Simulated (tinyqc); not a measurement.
Carrier lifetime from Shockley-Read-Hall, radiative, Auger and surface recombination: one step, computed by the program tinyqc.

Energies are counted from the top of the valence band. Boltzmann statistics, full ionisation, and equal excess densities of electrons and holes.

Problem. Lifetimes at the given injection. With n = n_0 + dn, p = p_0 + dn and U/dn = 1/tau: (n p - n_i^2)/dn = n_0 + p_0 + dn = s; 1/tau_SRH = s/[tau_p0 (n + n1) + tau_n0 (p + p1)]; 1/tau_rad = B s; 1/tau_Aug = (C_n n + C_p p) s; the rates add. Radiative efficiency = tau_eff/tau_rad; effective diffusion length = sqrt(D tau_eff).

Inputs (values chosen for the exercise, with bands modelled on ZnSe):

| quantity | value | unit |
|---|---|---|
| temperature T | 250 | K |
| doping N | 4.6e+14 | cm^-3 |
| radiative coefficient B | 7.1e-11 | cm^3/s |
| Auger coefficient C_n | 1.1e-31 | cm^6/s |
| Auger coefficient C_p | 8.8e-32 | cm^6/s |
| excess density dn | 6.2e+15 | cm^-3 |
| diffusion coefficient D | 20 | cm^2/s |

Doping: n-type. Surface term: none.

n_0 = 4.60e+14 cm^-3

p_0 = 2.635744e-33 cm^-3

tau_p0 = 2.412437e-05 s

n1 = 2.576566e-12 cm^-3

tau_n0 = 3.991871e-04 s

p1 = 4.705651e-07 cm^-3

Give: tau_SRH at dn; tau_rad at dn; tau_Aug at dn; effective lifetime at dn; radiative efficiency at dn; effective diffusion length at dn.

Solution.

tau_SRH at dn = 3.9574e-04 s

tau_rad at dn = 2.1148e-06 s

tau_Aug at dn = 0.11747 s

effective lifetime at dn = 2.1035e-06 s

radiative efficiency at dn = 0.99467

effective diffusion length at dn = 64.862 micrometre

Caution: beyond low injection D should be the ambipolar coefficient.
